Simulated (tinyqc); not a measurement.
Limits of the phonon part: Bloch-Grueneisen resistivity of a metal. Computed by tinyqc, a small Python program. Command: `OMP_NUM_THREADS=1 python tinyqc.py 3029143 3029144 out.jsonl bg walk`. One thread of a shared host (Intel(R) Xeon(R) Processor @ 2.30GHz), about 0.01 s of CPU time with the checks.

Electrons scatter from a Debye spectrum of phonons (n = 5 for scattering within one band, n = 3 for scattering into a second, heavy band) and from static defects.

Inputs (values chosen for the exercise, modelled on silver):
```
quantity                       value         unit
exponent n                         5            -
Debye temperature Theta          209            K
transport coupling lambda_tr    0.13            -
Drude plasma energy hbar w_p     9.2           eV
residual resistivity rho_0    0.0069  microohm cm
```

Addition: none.

Constants: k_B = 1.380649e-23 J/K; hbar = 1.054571817e-34 J s; eps_0 = 8.8541878128e-12 F/m; hbar = 6.582119569e-16 eV s.

Method:
- J_n(y) = int_0^y x^n e^x/(e^x - 1)^2 dx, by 96 Gauss-Legendre points (upper limit at most 60).
- rho_ph = (n - 1) rho_1 (T/Theta)^n J_n(Theta/T), with rho_1 = 2 pi lambda_tr k_B Theta/(hbar eps_0 w_p^2), the high-temperature line at T = Theta.
- Matthiessen's rule: rho = rho_0 + rho_ph.
- Low T: (n - 1) n! zeta(n) rho_1 (T/Theta)^n. High T: rho_1 (T/Theta) [1 - (n - 1)/(12 (n + 1)) (Theta/T)^2].

Resistivities (microohm cm):
```
T (K)      rho_ph   low-T law  straight line  line with correction   total rho
6.3    1.6005e-05  1.6005e-05         0.0389                     -  6.9160e-03
10.0   1.6126e-04  1.6127e-04         0.0618                     -  7.0613e-03
17.0   2.2524e-03  2.2897e-03         0.1051                     -  9.1524e-03
25.0   1.3312e-02  1.5749e-02         0.1546                     -  2.0212e-02
42.0   8.4274e-02  2.1076e-01         0.2596                     -  9.1174e-02
73.0   2.9571e-01  3.3432e+00         0.4513                0.2458  3.0261e-01
100.0  4.8974e-01  1.6127e+01         0.6182                0.4682  4.9664e-01
170.0  9.6748e-01  2.2897e+02         1.0510                0.9627  9.7438e-01
250.0  1.4871e+00  1.5749e+03         1.5455                1.4855  1.4940e+00
420.0  2.5611e+00  2.1076e+04         2.5965                2.5608  2.5680e+00
```

What follows from these numbers?

The low-T law holds to 10 % up to 17 K, the straight line from 170 K on. The local exponent of rho_ph falls from 5.00 to 1.05. Phonons overtake the residual resistivity between 17.0 and 25.0 K.

Extremes, crossings and ranges named in words are read from the listed rows.
